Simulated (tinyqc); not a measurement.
Alloy A(1-x)B(x) by interpolation with bowing: one step. Where the valleys cross. Two cases, with inputs chosen for the exercise.

Question. The difference of two gaps is a quadratic q2 x^2 + q1 x + q0 with q2 = C_i - C_j, q1 = (E_B - E_A - C)_i - (E_B - E_A - C)_j, q0 = E_A,i - E_A,j; give its roots between 0 and 1 (a dash: none).

Each gap follows E(x) = (1 - x) E_A + x E_B - C x (1 - x); the lattice constant follows Vegard, a(x) = (1 - x) a_A + x a_B.

Case 1.

Values chosen (A near InAs, B near GaAs; the results hold for these values, not for the real material): Eg = (0.415, 1.513) eV (gap at Gamma to the s-like level of A, B); EgX = (1.438, 1.956) eV (gap to the lowest valley along Gamma-X of A, B); EgL = (1.134, 1.83) eV (gap to L of A, B); C = (0.469, 1.601, 0.32) eV (bowing of the Gamma, X and L gaps).

Case 2.

Values chosen (A near GaP, B near InP; the results hold for these values, not for the real material): Eg = (2.923, 1.432) eV (gap at Gamma to the s-like level of A, B); EgX = (2.345, 2.386) eV (gap to the lowest valley along Gamma-X of A, B); EgL = (2.761, 1.984) eV (gap to L of A, B); C = (0.71, 0.219, 1.032) eV (bowing of the Gamma, X and L gaps).

Give: Crossings.

Answer.

Case 1.

Crossings:
```
pair         q2      q1      q0  first root  second root
Gamma-X  -1.132   1.712  -1.023           -            -
Gamma-L   0.149   0.253  -0.719           -            -
X-L       1.281  -1.459   0.304      0.2745       0.8644
```

The lowest valley is Gamma at every x. The other crossings lie above the lowest valley.

Case 2.

Crossings:
```
pair         q2      q1      q0  first root  second root
Gamma-X   0.491  -2.023   0.578      0.3089            -
Gamma-L  -0.322  -0.392   0.162      0.3260            -
X-L      -0.813   1.631  -0.416      0.2999            -
```

The lowest valley changes at x = 0.300 (X to L, gap 2.311 eV) and x = 0.326 (L to Gamma, gap 2.281 eV). The middle valley is lowest only in a narrow window, which small changes of the inputs would close. The other crossings lie above the lowest valley.

Computed by tinyqc, one run a case: `OMP_NUM_THREADS=1 python tinyqc.py N N+1 out.jsonl` with N = 1081221, 1081517; one thread of a shared Intel(R) Xeon(R) Processor @ 2.30GHz, about 0.01 s a run at most.
